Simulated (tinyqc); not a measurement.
FinFET, parasitic resistance, capacitance and delay: effect of the wire load.

Nf fins under one contact; each has gated perimeter p = 2 Hf + Wf and cross-section A = Hf Wf; contact width Wc = Nf pf, stack height Hs = Hf. Contact length Lc = CPP - Lg - 2 Lsp, shared by two neighbouring gates. Source and drain sides are equal. The formulas are first-order estimates, not field solutions.

Epitaxy sheet resistance Rsh = re/te, transfer length LT = sqrt(rc/Rsh), contact Rc = [sqrt(rc Rsh)/Wc] coth(Lc/(2 LT)); extension of one fin Rx = rx Lsp/A. With N fins: gate Cg = Cinv p N Lg; per side, plate Cp = ks eps0 [Wc (Hs + Hc) - N A]/Lsp, top fringe Cf = (2/pi) ks eps0 Wc ln(1 + Lg/(2 Lsp)), overlap Co = Cinv p N Lov. One fin: I = p Q vx u/(1 + |u|^1.8)^(1/1.8), Q = Cinv n Vt ln(1 + exp((Vg' - VT + dl Vd')/(n Vt))), u = Vd' mu/(vx Lg), Vg' = Vgs - v, Vd' = Vds - 2 v, with the drop on each side v = Rc (sum of I) + Rx I. Ieff = [I(Vgs = Vdd, Vds = Vdd/2) + I(Vdd/2, Vdd)]/2, total currents. With Cs = Cp + Cf + Co, the load of an inverter of two such devices driving an equal one is CL = 2 (Cg + 2 Cs) + 4 Cs + Cw (own drains counted twice for the Miller effect); delay CL Vdd/(2 Ieff).

Parameters, values chosen for the exercise; values close to those of silicon logic devices:
- T = 300 K (temperature)
- Nf = 1 (number of fins)
- Hf = 42 nm (fin height)
- Wf = 7 nm (fin width)
- pf = 42 nm (fin pitch)
- CPP = 45 nm (contacted gate pitch)
- Lg = 18 nm (gate length)
- Lsp = 6 nm (spacer length)
- ks = 7 (relative permittivity of the spacer)
- Hc = 30 nm (gate height above the channel stack)
- rc = 2e-9 ohm cm^2 (contact resistivity)
- re = 0.00034 ohm cm (resistivity of the source-drain epitaxy)
- te = 25 nm (current-carrying depth of the epitaxy)
- rx = 0.00059 ohm cm (resistivity of the extension)
- Lov = 2 nm (gate overlap)
- Cinv = 3.5 uF/cm^2 (inversion capacitance)
- vx = 1.6e7 cm/s (injection velocity)
- mu = 350 cm^2/(V s) (apparent mobility)
- VT = 0.23 V (threshold at zero drain voltage)
- dl = 0.033 V/V (barrier lowering)
- n = 1.21 (subthreshold factor)
- Vdd = 0.7 V (supply voltage)

Constants: q = 1.602176634e-19 C, kB = 1.380649e-23 J/K, eps0 = 8.8541878128e-12 F/m, Vt = kB T/q. Results are converted to the units shown.

The same in every row: Rc (ohm) = 643.0; Rx/N (ohm) = 120.4; Ieff (uA) = 99.76.

Results:

| Cw (fF) | CL (aF) | delay (ps) |
|---|---|---|
| 0.02 | 423.4 | 1.485 |
| 0.093 | 496.4 | 1.741 |
| 0.2 | 603.4 | 2.117 |
| 0.43 | 833.4 | 2.924 |
| 0.93 | 1333 | 4.678 |
| 2 | 2403 | 8.432 |

Estimate the missing row, Cw = 0.043 fF.

Computed row:

| Cw (fF) | CL (aF) | delay (ps) |
|---|---|---|
| 0.043 | 446.4 | 1.566 |

With this row back in the table: As Cw goes from 0.02 to 2 fF, Ieff stays at 99.8 uA, CL rises from 423 to 2400 aF and the delay rises from 1.49 to 8.43 ps.

Program tinyqc, `OMP_NUM_THREADS=1 python tinyqc.py 2170084 2170085 out.jsonl`; Intel Xeon 2.30GHz, shared host, one thread, about 0.04 s.
